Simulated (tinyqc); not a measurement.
Charge centroid from charge and shift.

Inverse problem. A sheet of N electrons in the storage layer of a charge-trap cell shifts the threshold by U = (q/eps0) N (tb/eb + xc tn/en). Find xc and the distance xc tn from the blocking layer.

Parameters, values chosen for the exercise: storage layer tn = 8.3 nm; its relative permittivity en = 7.4; blocking layer tb = 14.4 nm; its relative permittivity eb = 9.

Constants: q = 1.602176634e-19 C, eps0 = 8.8541878128e-14 F/cm where lengths are in cm. Results are converted to the units shown.

N = 4.8e12 cm^-2
U = 1.7599028 V

Answer. U eps0/(q N) is the electrical distance from the gate; subtract that of the blocking layer.

xc = 0.380
distance = 3.15 nm

Numbers from tinyqc (`OMP_NUM_THREADS=1 python tinyqc.py 2130172 2130173 out.jsonl`; about 0.1 s on one thread of a shared Intel Xeon 2.30GHz).
